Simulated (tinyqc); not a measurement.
# Threshold-voltage variability of a planar MOSFET, analytic estimates: a gate of 4 grains

Three independent sources add in quadrature: random dopants in the depleted layer, metal-gate grains of two orientations, and roughness of the two gate edges acting through the roll-off VT = VT(long) - Vr exp(-L/l). These are first-order estimates: no three-dimensional electrostatics, no percolation.

Each of 4 equal grains has the higher work function with probability p; the threshold shift is dW (j/4 - p) for j such grains, and the off current changes by exp(-shift/(n Vt)).

Parameters, values chosen for the exercise; material values close to those of silicon:
```
symbol,value,unit,meaning
T,300,K,temperature
dW,0.3,eV,work-function difference of the two grain orientations
p,0.4,,share of the orientation of higher work function
n,1.17,,subthreshold factor
```

Constants: q = 1.602176634e-19 C, kB = 1.380649e-23 J/K, Vt = kB T/q. Results are converted to the units shown.

Distribution:
```
j	probability	shift (mV)	Ioff factor	probability x factor
0	0.1296	-120.0	52.84	6.849
1	0.3456	-45.0	4.427	1.530
2	0.3456	30.0	0.3709	0.1282
3	0.1536	105.0	0.03107	0.004773
4	0.02560	180.0	0.002603	6.664e-5
```

The standard deviation is dW sqrt(p (1 - p)/4) = 73.5 mV. The mean off current is 8.51 times the nominal one; the log-normal formula exp(s^2/(2 (n Vt)^2)) gives 19.1. Devices with j = 0, 13 % of all, carry 80 % of the mean leakage.

Computed by the program tinyqc: `OMP_NUM_THREADS=1 python tinyqc.py 2090131 2090132 out.jsonl`, one thread of a shared Intel Xeon 2.30GHz, about 0.01 s for the whole run.
